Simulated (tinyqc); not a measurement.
# On-chip interconnect, size-dependent resistivity and RC delay: course in time

A rectangular line between two neighbours and two ground planes. Surface and grain-boundary scattering are added to the bulk resistivity as corrections; capacitances are parallel-plate values without fringing; inductance is ignored.

5 equal pi sections: series Rs = r Lw/5; node capacitances c Lw/5, halved at nodes 0 and 5, with Cl added to node 5; Rd feeds node 0. Elmore delay of node k: the sum, over the resistors on the path to k, of resistance times all capacitance downstream of it.

A 1 V step is applied behind Rd at t = 0. C dv/dt = -G v + b, with G the conductance matrix of the ladder (1/Rs between neighbours, 1/Rd added at node 0) and b = (1 V/Rd, 0, ...). Trapezoidal step: (C/dt + G/2) v(new) = (C/dt - G/2) v + b. The last column solves the same ladder exactly by its modes.

Inputs (values chosen for the exercise): driver resistance Rd = 12000 ohm; time step dt = 4.1 ps.

Rs = 14.0343 ohm

| node | C (fF) |
|---|---|
| 0 | 0.141209 |
| 1 | 0.282419 |
| 2 | 0.282419 |
| 3 | 0.282419 |
| 4 | 0.282419 |
| 5 | 0.391209 |

Voltages (V):

| t (ps) | node 0 | node 2 | node 5 | node 5, exact |
|---|---|---|---|---|
| 4.1000 | 0.19012 | 0.18661 | 0.18406 | 0.18455 |
| 8.2000 | 0.33672 | 0.33734 | 0.33777 | 0.33576 |
| 12.300 | 0.46412 | 0.46118 | 0.45906 | 0.45893 |
| 16.400 | 0.55982 | 0.56086 | 0.56156 | 0.55926 |
| 20.500 | 0.64565 | 0.64308 | 0.64128 | 0.64099 |
| 24.600 | 0.70766 | 0.70896 | 0.70982 | 0.70756 |
| 28.700 | 0.76591 | 0.76360 | 0.76202 | 0.76179 |
| 32.800 | 0.80562 | 0.80709 | 0.80804 | 0.80596 |
| 36.900 | 0.84558 | 0.84345 | 0.84202 | 0.84194 |
| 41.000 | 0.87054 | 0.87211 | 0.87311 | 0.87125 |
| 45.100 | 0.89835 | 0.89635 | 0.89504 | 0.89513 |
| 49.200 | 0.91357 | 0.91519 | 0.91621 | 0.91457 |

The far end of the ladder reaches 0.5 V at 13.88 ps, 0.693 of its Elmore delay (ln 2 = 0.693 for a single pole); the slowest mode has a time constant of 19.99 ps. The largest error of the trapezoidal steps at that node is 2.3 mV.

Numbers from tinyqc (`OMP_NUM_THREADS=1 python tinyqc.py 2100065 2100066 out.jsonl`; about 0.01 s on one thread of a shared Intel Xeon 2.30GHz).
